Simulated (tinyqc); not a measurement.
Inside a calculation. Method: coherent transport through a tight-binding region between two chains. Computed by tinyqc, a small Python program that keeps every step. Settings: temperature = 77, mu = -0.42. Command: `OMP_NUM_THREADS=1 python tinyqc.py 26618 26619 out.jsonl` (the two numbers bound the seeds that draw the settings). One thread of a shared host (Intel(R) Xeon(R) Processor @ 2.60GHz), about 0.07 s of CPU time with the checks.

## Transmission at E = -0.48 eV

H of the central region (eV), lower triangle:
```
,1,2,3
1,0.0000
2,-1.4700,0.0000
3,0.0000,-1.0100,0.0000
```

Leads: semi-infinite chains with site energy 0:
```
parameter,value
lead hopping t (eV),2.430000
coupling to the left lead (eV),0.480000
coupling to the right lead (eV),0.610000
left contact site,1
right contact site,3
```

E = -0.4800 eV

Surface Green function g = (E - i sqrt(4 t^2 - E^2)) / (2 t^2); self-energy tc^2 g on each contact site; G = (E - H - Sigma)^(-1); Gamma = -2 Im Sigma; T = Gamma_L Gamma_R |G_LR|^2; local density of states -Im G_ii / pi.

g = -0.0406-0.4095i 1/eV

G (1/eV), lower triangle:
```
,1,2,3
1,-0.5234-0.1924i
2,0.5003-0.0280i,0.1584-0.0411i
3,0.9996+0.2668i,0.3372+0.0213i,-1.2946-0.3782i
```

local density of states (1/eV): 0.0613  0.0131  0.1204

transmission = 0.0616

## Transmission across the band

The same steps on a grid of energies.

T(E):
```
E (eV),T
-4.617000,1.99e-06
-4.155300,1.13e-05
-3.693600,4.07e-05
-3.231900,1.46e-04
-2.770200,0.0006
-2.308500,0.0047
-1.846800,0.5590
-1.385100,0.0371
-0.923400,0.0271
-0.461700,0.0654
0.000000,0.7001
0.461700,0.0654
0.923400,0.0271
1.385100,0.0371
1.846800,0.5590
2.308500,0.0047
2.770200,0.0006
3.231900,1.46e-04
3.693600,4.07e-05
4.155300,1.13e-05
4.617000,1.99e-06
```

levels of the isolated region (eV): -1.7835  0.0000  1.7835

## Current

I = (2e/h) int T(E) [f(E - mu - V/2) - f(E - mu + V/2)] dE at 77 K with mu = -0.42 eV, the bias not changing H; 2e^2/h = 77.48092 microsiemens; the integral runs over the band on 4001 points.

Current:
```
V (volt),I (microampere)
0.0100,0.0590
0.0500,0.2957
0.1000,0.5959
0.2000,1.2289
0.4000,2.8010
0.8000,9.8890
```
